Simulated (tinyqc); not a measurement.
Gap and mesh density: special k points of the fcc lattice.

Lattice vectors in units of a: a1 = (0, 1/2, 1/2), a2 = (1/2, 0, 1/2), a3 = (1/2, 1/2, 0); reciprocal vectors b_i with a_i . b_j = 2 pi delta_ij. Mesh: k = sum_i f_i b_i with f_i = (2 j_i + shift)/(2 N), j_i = 0 .. N-1. The point group of the lattice has 48 operations; only those that map the mesh onto itself are used.

A_m(k) = sum over the m-th star of lattice vectors R of cos(k . R), stars in order of length: m = 1: |R|^2 = 0.5, 12 vectors, such as (1, 0, 0) in the basis a_i; m = 2: |R|^2 = 1, 6 vectors, such as (1, 1, -1) in the basis a_i; m = 3: |R|^2 = 1.5, 24 vectors, such as (2, 0, -1) in the basis a_i; m = 4: |R|^2 = 2, 12 vectors, such as (2, 0, 0) in the basis a_i; m = 5: |R|^2 = 2.5, 24 vectors, such as (2, 1, -1) in the basis a_i; m = 6: |R|^2 = 3, 8 vectors, such as (3, -1, -1) in the basis a_i. The zone mean of every A_m is zero.

Test function, the lower band of a two-band insulator: E(k) = -sqrt(D^2 + (e0 - t A_1(k))^2).

Parameters, chosen for this exercise (out of a larger set: the lattice of Si, GaAs, Cu and Al; not measured data): t = 0.39 eV (coupling); e0 = 2.64 eV (offset).

D takes the values listed; errors against the unshifted mesh with N = 30, for unshifted meshes.

Errors (meV):

| D (eV) | reference (eV) | N = 2 | N = 4 | N = 6 | N = 8 |
|---|---|---|---|---|---|
| 0.2 | -2.7495 | -407.261 | 31.584 | -10.496 | 3.554 |
| 0.4 | -2.7820 | -395.075 | 26.947 | -7.088 | 2.243 |
| 1.5 | -3.1983 | -308.799 | 7.588 | -0.610 | 0.055 |
| 2.5 | -3.8079 | -246.320 | 2.462 | -0.073 | 0.002 |
| 4.0 | -4.9479 | -184.667 | 0.626 | -0.005 | 0.000 |

Give the missing row, D (eV) = 0.8.

Computed row:
```
D (eV)  reference (eV)     N = 2   N = 4   N = 6  N = 8
0.8            -2.8925  -364.033  17.423  -2.946  0.627
```

The first listed N from which the error stays below 0.5 meV is none for D = 0.2, none for D = 0.4, none for D = 0.8, 8 for D = 1.5, 6 for D = 2.5, 6 for D = 4 eV. A larger D makes the function smoother, so its Fourier coefficients fall faster with |R|.

Computed by tinyqc, a small Python program: `OMP_NUM_THREADS=1 python tinyqc.py 1651986 1651987 out.jsonl` (the numbers bound the seed that draws the inputs); one thread of a shared host (Intel(R) Xeon(R) Processor @ 2.30GHz), about 0.1 s for the whole set of steps.
